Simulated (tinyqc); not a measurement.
Worked calculation: Ewald sum of point charges, zinc blende lattice. Computed by tinyqc, a small Python program that keeps every step. Command: `OMP_NUM_THREADS=1 python tinyqc.py 21760 21761 out.jsonl` (the two numbers bound the seeds that draw the settings). One thread of a shared host (Intel(R) Xeon(R) Processor @ 2.60GHz), about 0.05 s of CPU time with the checks.

## Ewald sum with eta = 0.473 1/bohr

cell vectors (rows) (bohr):
```
,1,2,3
1,0.000000,4.195000,4.195000
2,4.195000,0.000000,4.195000
3,4.195000,4.195000,0.000000
```

Charges:
```
q,f1,f2,f3
1.000000,0.000000,0.000000,0.000000
-1.000000,0.250000,0.250000,0.250000
```

Real space: 1/2 sum q_i q_j erfc(eta r)/r over all images with r > 0; reciprocal space: (2 pi/V) sum_(G != 0) exp(-G^2/4 eta^2)/G^2 |S(G)|^2 with S(G) = sum q exp(i G.r); self term -eta/sqrt(pi) sum q^2; background -pi Q^2/(2 V eta^2), Q the total charge.

Real-space shells (first ones):
```
r (bohr),pairs,sum (hartree)
3.632977,8,-0.016616
5.932626,24,0.000146
6.956620,24,-0.000006
8.390000,12,1.43e-08
9.142791,24,-1.26e-09
10.275609,48,1.46e-11
10.898930,32,0
11.865252,24,0
12.408977,48,0
```

Reciprocal shells (first ones that count):
```
G^2 (1/bohr^2),vectors,sum (hartree)
1.682508,8,0.061746
2.243344,6,0.037119
6.169195,24,0.000336
6.730031,8,0.000110
10.655882,24,1.29e-06
11.216718,24,1.31e-06
15.142570,32,8.06e-09
```

## The total does not depend on eta

The same sums for other eta.

Totals (hartree per cell):
```
eta,real,reciprocal,self,background,total
0.473000,-0.016475,0.099313,-0.533723,0.000000,-0.45088511
0.643000,-0.001051,0.275713,-0.725548,0.000000,-0.45088511
0.773000,-0.000079,0.421431,-0.872237,0.000000,-0.45088511
```

shortest distance = 3.632977 bohr

Madelung constant -E d / (formula units |q+ q-|) = 1.638055
